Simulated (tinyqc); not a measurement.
From results back to parameters: static screening by free carriers. Three cases, with inputs chosen for the exercise.

Problem. At zero temperature the gas shows Friedel oscillations of period pi/kF and a Thomas-Fermi length 1/qTF; n and m are hidden.

kF = (3 pi^2 n/Mv)^(1/3), EF = c kF^2/m with c = hbar^2/2m0, n in 1/angstrom^3 (1e-24 per 1/cm^3), e2 = e^2/(4 pi eps0). Thomas-Fermi: qTF^2 = 6 pi e2 n/(eps EF). Debye: qD^2 = 4 pi e2 n/(eps kB T).

Constants: hbar^2/2m0 = 3.80998211 eV angstrom^2; e^2/(4 pi eps0) = 14.39964547 eV angstrom.

Case 1.

Values chosen (out of a larger set: near those of Ge; not measured data): Mv = 4 (valleys); eps = 16.3 (background dielectric constant).

period = 161.740 angstrom
1/qTF = 20.0269 angstrom

Case 2.

Values chosen (out of a larger set: near those of GaAs; not measured data): Mv = 1 (valleys); eps = 12.6 (background dielectric constant).

period = 76.9308 angstrom
1/qTF = 43.8145 angstrom

Case 3.

Values chosen (out of a larger set: near those of Si; not measured data): Mv = 6 (valleys); eps = 12 (background dielectric constant).

period = 119.305 angstrom
1/qTF = 9.96640 angstrom

Find: kF; n; m.

Solution. kF = pi/period and n = Mv kF^3/(3 pi^2); qTF^2 = 2 e2 Mv m kF/(pi eps c) then gives m.

Case 1.

kF = 0.01942 1/angstrom
n = 9.90e+17 1/cm^3
m = 0.217 m0

Case 2.

kF = 0.04084 1/angstrom
n = 2.30e+18 1/cm^3
m = 0.067 m0

Case 3.

kF = 0.02633 1/angstrom
n = 3.70e+18 1/cm^3
m = 0.318 m0

Computed by tinyqc, one run a case: `OMP_NUM_THREADS=1 python tinyqc.py N N+1 out.jsonl` with N = 1650625, 1650632, 1650656; one thread of a shared Intel(R) Xeon(R) Processor @ 2.30GHz, about 0.01 s a run at most.
